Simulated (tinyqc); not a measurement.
MOS capacitor with interface traps: C-V stretch-out, conductance peak and subthreshold swing: one step, computed by the program tinyqc.

Energies at the interface are counted from the valence band. psi > 0 means bending towards depletion, so the surface potential is -psi. Boltzmann statistics, full ionisation, no quantum confinement. Traps are neutral when filled up to E_n, with a sharp (zero-temperature) occupation.

Task: Charges at the given band bending. With u = psi/k_B T and r = (n_i/N)^2: F = sqrt(exp(-u) + u - 1 + r (exp(u) - u - 1)); Q_s = +sign(u) sqrt(2) eps_s eps_0 (k_B T/e) F/L_D; C_s = (eps_s eps_0/(sqrt(2) L_D)) |1 - exp(-u) + r (exp(u) - 1)|/F; at high frequency, below strong inversion, the terms in r are dropped. D(E) = D_0 + D_1 [exp(-E/w) + exp(-(E_g - E)/w)]. E_F at the interface is E_s = E_F - psi; Q_it = -e int from E_n to E_s of D(E) dE; C_it = e D(E_s) (per volt); V_G = phi_ms - psi - (Q_s + Q_it + e N_f)/C_ox.

Inputs (values chosen for the exercise, modelled on beta-Ga2O3, with an insulator like SiO2):

| quantity | value | unit |
|---|---|---|
| gap E_g | 4.77 | eV |
| dielectric constant eps_s | 10.2 | - |
| doping N | 1.7e+15 | cm^-3 |
| work-function difference phi_ms | 0.59 | V |
| fixed charge N_f | -1.5e+10 | cm^-2 |
| trap density D_0 | 3.3e+11 | cm^-2 eV^-1 |
| neutrality level E_n | 2.19 | eV |
| band bending towards depletion psi | 0.34 | V |
| temperature T | 350 | K |
| edge density D_1 | 2.9e+12 | cm^-2 eV^-1 |
| tail width w | 0.11 | eV |

Substrate: n-type. Trap spectrum: U-shaped.

k_B T = 0.03016067 eV

n_i = 1.224883e-15 cm^-3

Debye length L_D = 100.0035 nm

bulk E_F = 4.532227 eV

C_ox = 1.130385 microF/cm^2

Constants: eps_0 = 8.8541878128e-12 F/m; e = 1.602176634e-19 C.

Give: E_s; Q_s; C_s; C_s at high frequency; D(E_s); Q_it; C_it; gate voltage V_G.

Result:

E_s = 4.1922 eV

Q_s = 0.012346 microC/cm^2

C_s = 0.019923 microF/cm^2

C_s at high frequency = 0.019923 microF/cm^2

D(E_s) = 3.4518e+11 cm^-2 eV^-1

Q_it = -0.10613 microC/cm^2

C_it = 0.055304 microF/cm^2

gate voltage V_G = 0.33509 V

The traps hold negative charge because E_s lies above E_n. Caution: traps deeper than about 24 k_B T and minority carriers reach equilibrium slowly or not at all, so the charges here are limits for very slow sweeps.
